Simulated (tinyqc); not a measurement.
Worked calculation: ion implantation: universal nuclear stopping, Lindhard-Scharff electronic stopping and a Gaussian range profile. Computed by tinyqc, a small Python program that keeps every step. Command: `OMP_NUM_THREADS=1 python tinyqc.py 3014595 3014596 out.jsonl implant walk`. One thread of a shared host (Intel(R) Xeon(R) Processor @ 2.30GHz), about 0.08 s of CPU time with the checks. Intermediate numbers are printed to about 6 digits and carried at full precision; extremes and crossings named in words are read from the listed rows.

An ion slows by elastic collisions with screened nuclei and by friction with electrons; channelling is ignored and the target is uniform.

Inputs (values chosen for the exercise, modelled on oxygen ions in germanium):
```
quantity                                 value    unit
ion atomic number Z1                         8       -
ion mass M1                                 16       u
target atomic number Z2                     32       -
target mass M2                           72.63       u
target density N                          44.2  1/nm^3
ion energy E                                28     keV
scale factor of electronic stopping k      1.3       -
dose Q                                 2.7e+14  1/cm^2
background C_B                         6.2e+16  1/cm^3
displacement energy E_d                     15      eV
anneal budget D t                      3.8e-14    cm^2
```

Follow-up: anneal.

## Stopping at the entry energy

Reduced energy eps = 32.53 M2 E/(Z1 Z2 (M1 + M2)(Z1^0.23 + Z2^0.23)), E in keV; s_n = ln(1 + 1.1383 eps)/(2 (eps + 0.01321 eps^0.21226 + 0.19593 eps^0.5)) for eps up to 30 and ln(eps)/(2 eps) above; S_n = 8.462 Z1 Z2 M1 s_n/((M1 + M2)(Z1^0.23 + Z2^0.23)) in 1e-15 eV cm^2. S_e = k 3.83 Z1^(7/6) Z2/(Z1^(2/3) + Z2^(2/3))^(3/2) sqrt(E/M1) in 1e-15 eV cm^2, E in keV. dE/dx = N (S_n + S_e); 1e-15 eV cm^2 = 0.1 eV nm^2.

reduced energy eps = 0.760789

s_n = 0.330350

S_n = 33.7096 x 1e-15 eV cm^2

S_e = 45.1379 x 1e-15 eV cm^2

energy loss dE/dx = 348.506 eV/nm

Electronic stopping carries 57 % of the loss at entry.

## Range and straggle

Path length R = int_0^E dE'/(N (S_n + S_e)); energy lost to nuclei nu = int_0^E S_n/(S_n + S_e) dE' (both with E' = E y^3 and 64 Gauss-Legendre points in y). Estimates of Lindhard type: R_p = R/(1 + M2/(3 M1)), straggle dR_p = (2/3) R_p sqrt(M1 M2)/(M1 + M2).

path length R = 109.668 nm

projected range R_p = 43.6381 nm

straggle dR_p = 11.1895 nm

energy lost to nuclei nu = 15.3300 keV

55 % of the energy goes to nuclei over the whole path. Caution: the estimates of R_p and dR_p assume mainly nuclear stopping and an ion not much lighter than the target; here they are rough, and for light ions in heavy targets the straggle can be low by a factor of two or more.

## Gaussian profile

C(x) = C_p exp(-(x - R_p)^2/(2 dR_p^2)) with C_p = Q/(sqrt(2 pi) dR_p), 1 nm = 1e-7 cm; the profile falls to the background at x_j = R_p + dR_p sqrt(2 ln(C_p/C_B)); the peak atomic fraction is C_p/N.

peak concentration C_p = 9.62637e+19 1/cm^3

Depth x_j where C falls to C_B = 86.5326 nm

peak atomic fraction = 0.00217791

## Damage

Kinchin-Pease count with efficiency 0.8: N_d = 0.8 nu/(2 E_d), taking all of nu as damage energy (an upper estimate, as recoils also lose energy to electrons). Spread over a depth R_p + dR_p, displacements per atom = Q N_d/(N (R_p + dR_p)).

displacements per ion N_d = 408.799

displacements per atom = 0.455463

One displacement per atom would need a dose of 5.9e14 per cm^2 if no defects annealed. Caution: above a few tenths of a displacement per atom cascades overlap, so the count overstates new damage; heavy ions turn silicon and germanium amorphous at such levels, while light ions such as boron and metal targets anneal much of the damage.

## Anneal

Far from the surface a Gaussian stays Gaussian: sigma^2 = dR_p^2 + 2 D t; peak Q/(sqrt(2 pi) sigma); x_j = R_p + sigma sqrt(2 ln(peak/C_B)).

width sigma = 11.5241 nm

peak after the anneal = 9.34687e+19 1/cm^3

x_j after the anneal = 87.7266 nm

x_j moves by 1.19 nm.

## Nuclear against electronic stopping over energy

The formulas are those given above.

Stopping (1e-15 eV cm^2) and range:
```
E (keV)          eps      S_n      S_e   R (nm)      nu/E
1        2.71710e-02  23.6861    8.530   12.916  0.756862
2        5.43420e-02  28.5832   12.064   19.084  0.737611
5        1.35855e-01  33.8521   19.074   33.414  0.696391
10       2.71710e-01  35.8187   26.975   52.833  0.649574
20       5.43420e-01  35.1256   38.148   85.897  0.585552
50       1.35855e+00  29.7867   60.318  168.456  0.471555
100      2.71710e+00  23.5248   85.303  282.018  0.368678
200      5.43420e+00  17.0255  120.636  465.538  0.265405
500      1.35855e+01   9.9730  190.742  866.834  0.152241
```

Nuclear stopping peaks near 10 keV among these rows (eps = 0.27; the universal curve peaks near 0.3). Electronic stopping overtakes it between 10 and 20 keV. The path length grows as E^0.56 at the low end and E^0.68 at the high end; constant stopping would give E^1, and stopping that rises with E, be it nuclear (below its peak) or electronic, gives a lower exponent.

Checks made by the program: range against adaptive quadrature (relative difference 2e-06).
